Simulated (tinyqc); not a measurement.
Length offset and series resistance from crossing lines.

Question. R_total = Rs + k (L - dL)/Vo with constant Rs, dL and k. Find k, dL and Rs.

R_total at (L, Vo) = (50, 0.36), (100, 0.36), (50, 0.95) and (100, 0.95), L in nm and Vo in V (ohm um): [1098.3333, 1931.6667, 646, 961.78947]

Answer. At each overdrive R is a straight line in L with slope k/Vo; the two lines cross at L = dL, R = Rs.

k = 6.00 ohm um V/nm
dL = 6.30 nm
Rs = 370 ohm um

Program tinyqc, `OMP_NUM_THREADS=1 python tinyqc.py 2282106 2282107 out.jsonl`; Intel Xeon 2.30GHz, shared host, one thread, about 0.06 s.
